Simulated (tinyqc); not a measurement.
Inside a calculation. Model: competing polymorphs of an oxide film: bulk, surface, grain-boundary, dopant and field terms. Computed by tinyqc, a small Python program that keeps every step. Command: `OMP_NUM_THREADS=1 python tinyqc.py 3030629 3030630 out.jsonl polymorph walk`. One thread of a shared host (Intel(R) Xeon(R) Processor @ 2.30GHz), about 0.01 s of CPU time with the checks. Intermediate numbers are printed to about 6 digits and carried at full precision; extremes and crossings named in words are read from the listed rows.

Phases: monoclinic m (reference), polar orthorhombic o, tetragonal t. Free energies per formula unit (f.u.); 1 J/m^2 x angstrom^3/nm = 6.241509 meV.

Inputs (values chosen for the exercise, for a model oxide):
```
quantity                                    value               unit
energy of the polar phase o over m           63.1           meV/f.u.
energy of the tetragonal phase t over m       137           meV/f.u.
entropy of o over m                        0.0026       meV/(f.u. K)
entropy of t over m                         0.053       meV/(f.u. K)
surface energy of m                          3.26              J/m^2
surface energy of o                          2.89              J/m^2
surface energy of t                          2.68              J/m^2
grain-boundary energy over surface energy    0.65                  -
volume per formula unit Omega                32.8         angstrom^3
film thickness h                              4.6                 nm
grain radius R                                 15                 nm
temperature T                                1100                  K
dopant content x                              5.5                  %
shift of o per % of dopant                   -6.8           meV/f.u.
shift of t per % of dopant                    -18           meV/f.u.
polarisation of o                              44  microcoulomb/cm^2
field E                                       2.9              MV/cm
width sigma of ln R                          0.44                  -
interlayer thickness (SiO2)                  0.47                 nm
```

Geometry: columnar grains in a film.

permittivities of m, o, t: 22  25  37

## Bulk terms

Bulk term b = H - T S + (shift) x, zero for m. The undoped bulk turns from m to t at T = H_t/S_t.

b (meV/f.u.): m 0.00, o 22.84, t -20.30

bulk m-t temperature = 2584.91 K

## Free energies of the grain

Area per volume: A = 2/h + f_b/R (two free faces; the side wall 2/R is shared by two grains and carries f_b gamma); G = b + gamma Omega A.

area per volume A = 0.478116 1/nm

G less G(m) (meV/f.u.): m 0.0000, o -13.3758, t -77.0708

G(o) - G(m) = -13.3758 meV/f.u.

G(t) - G(o) = -63.6949 meV/f.u.

The lowest phase is t, by 63.7 meV/f.u. over o, as in the bulk terms. Caution: this is an equilibrium ranking; real films often keep the phase that nucleates first on cooling from t.

## Crossing points

With G = b + gamma Omega A (b the bulk free energy per formula unit, A the area per volume), two phases i, j cross at A_ij = (b_j - b_i)/(Omega (gamma_i - gamma_j)); o has a window only if A_mo < A_ot.

A_mo = 0.301530 1/nm

A_ot = -1.00345 1/nm

A_mt = -0.170964 1/nm

t is lowest at every size.

## Phase shares in a spread of grain sizes

Grain radii are log-normal by volume with median R and width sigma; the share with A above A* is that with radius below R*, R* = f_b/(A* - 2/h) (all grains if A* <= 2/h), share = (1/2) erfc[-ln(R*/R)/(sqrt 2 sigma)]. Effective permittivity of a layer of thickness h built of such grains, taken in parallel: sum of share x eps; EOT = interlayer + 3.9 h/eps.

volume shares: m 0, o 0, t 1

share of o = 0

effective permittivity = 37

equivalent oxide thickness = 0.954865 nm

One phase holds nearly all the volume.

## A field

The polar phase gains -P E Omega (1 microcoulomb/cm^2 x MV/cm x angstrom^3 = 0.006241509 meV); the dielectric term -(1/2) eps_0 (eps - 1) E^2 Omega is left out. Where t lies below o, o is reached at E_up = [G(o) - G(t)]/(P Omega), else 0.

gain P E Omega = 26.1225 meV/f.u.

G(t) - G(o) in the field = -37.5725 meV/f.u.

crossing field E_up = 7.07113 MV/cm

The field is too weak to reach o.

## Thickness series

Bulk term b = H - T S + (shift) x, zero for m. The median radius is held at R.

Against thickness:
```
h (nm)  A at R (1/nm)  share m  share o  share t  eps  EOT (nm)
3            0.710000        0        0        1   37   0.78622
4            0.543333        0        0        1   37   0.89162
6            0.376667        0        0        1   37   1.10243
8            0.293333        0        0        1   37   1.31324
11           0.225152        0        0        1   37   1.62946
15           0.176667        0        0        1   37   2.05108
22           0.134242        0        0        1   37   2.78892
35           0.100476        0        0        1   37   4.15919
```

From 3 to 35 nm the share of t stays at 1.00 and that of m by less than the digits shown, at 0.00; o stays under 2 %. A at the median radius runs from 0.710 down to 0.100 1/nm, against the crossings A_mo = 0.302, A_ot = -1.003 and A_mt = -0.171; the majority phase is t in the thinnest film and t in the thickest.

## Dopant series

The formulas are those given above.

Against dopant content:
```
x (%)  A_mo (1/nm)  A_ot (1/nm)   share m  share o  share t
0.0       0.795280      0.42939  0.999920        0  0.00008
1.0       0.705507      0.16887  0.901391        0  0.09861
2.0       0.615734     -0.09165  0.000000        0  1.00000
3.0       0.525962     -0.35216  0.000000        0  1.00000
4.0       0.436189     -0.61268  0.000000        0  1.00000
5.0       0.346417     -0.87320  0.000000        0  1.00000
6.5       0.211758     -1.26397  0.000000        0  1.00000
8.0       0.077099     -1.65475  0.000000        0  1.00000
10.0     -0.102446     -2.17578  0.000000        0  1.00000
```

The dopant lowers t by 18 and o by 6.8 meV per %, so A_ot falls faster than A_mo. The share of o stays under 2 % at every content listed. t holds the majority from x = 2 % on.

Checks made by the program: equal free energies at A_mt (relative difference below 1e-10).
